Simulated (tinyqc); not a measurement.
Conduction-band anticrossing with a localised impurity level, step by step. Values are carried at full precision from step to step, so a last printed digit may differ when a step is redone from the rounded ones.

Host conduction band EM(k) = Eg - al x + c k^2/mM, c = hbar^2/2m0, coupled to a flat level EI by V = C sqrt(x): H = [[EM, V], [V, EI]], E+/- = (EM + EI)/2 +/- sqrt((EM - EI)^2/4 + V^2). The host weight of a state at E is f = 1/(1 + V^2/(E - EI)^2), and its mass at k = 0 is mM/f. The gap is E-(0), the valence top staying at 0.

Constants: hbar^2/2m0 = 3.80998211 eV angstrom^2.

Inputs chosen for the exercise (host near InP; not measured data): Eg = 1.415 eV (gap at Gamma to the s-like level); mM = 0.0796 m0 (mass of the host band); EI = 1.692 eV (impurity level, from the valence top of the host); C = 3.08 eV (coupling); al = 1.95 eV (linear shift of the host edge); x = 0.049 (impurity fraction); k = 0.052 1/angstrom (wave vector).

## The two levels at k = 0

Give EM, V, both levels, their host weights, the gap and the mass of the band at the gap.

EM(0) = 1.3195 eV
V = 0.6818 eV

E-, E+ (eV): 0.7989  2.2125

host weights: 0.6318  0.3682

gap = 0.7989 eV
mass of E- = 0.1260 m0

The gap is 616 meV below that of the host, 126 meV per 1 % of impurity. V/|EM - EI| = 1.83; second-order perturbation theory would shift the host level by V^2/(EM - EI) = -1248 meV, the exact shift is -521 meV.

## The levels at one k

Fill in the matrix and give levels and weights.

H (eV):
```
,host,impurity
host,1.4489,0.6818
impurity,0.6818,1.6920
```

E-, E+ (eV): 0.8779  2.2630

host weights: 0.5878  0.4122

## Dispersion

Seven points from k = 0 to 0.12 1/angstrom.

Levels (eV):
```
k (1/angstrom),EM,E-,E+,host weight of E-
0.000,1.3195,0.7989,2.2125,0.632
0.020,1.3386,0.8110,2.2196,0.625
0.040,1.3960,0.8464,2.2417,0.606
0.060,1.4918,0.9028,2.2810,0.573
0.080,1.6258,0.9763,2.3415,0.524
0.100,1.7981,1.0612,2.4289,0.461
0.120,2.0087,1.1504,2.5503,0.387
```

E- flattens towards EI = 1.692 eV, which it cannot cross: its width is bounded by 0.893 eV, of which 39 % is used up at the last point. The unmixed host band crosses EI at k = 0.0882 1/angstrom, where the splitting is smallest, 2V = 1.364 eV.

## Checks

- Closed form against diagonalisation: they agree to 1e-10 or better.
- Mass mM/f against the curvature of the band: both 0.1260.

Run: tinyqc, `OMP_NUM_THREADS=1 python tinyqc.py 1050868 1050869 out.jsonl`; Intel(R) Xeon(R) Processor @ 2.30GHz, one thread, shared host; about 0.01 s of CPU time with all checks.
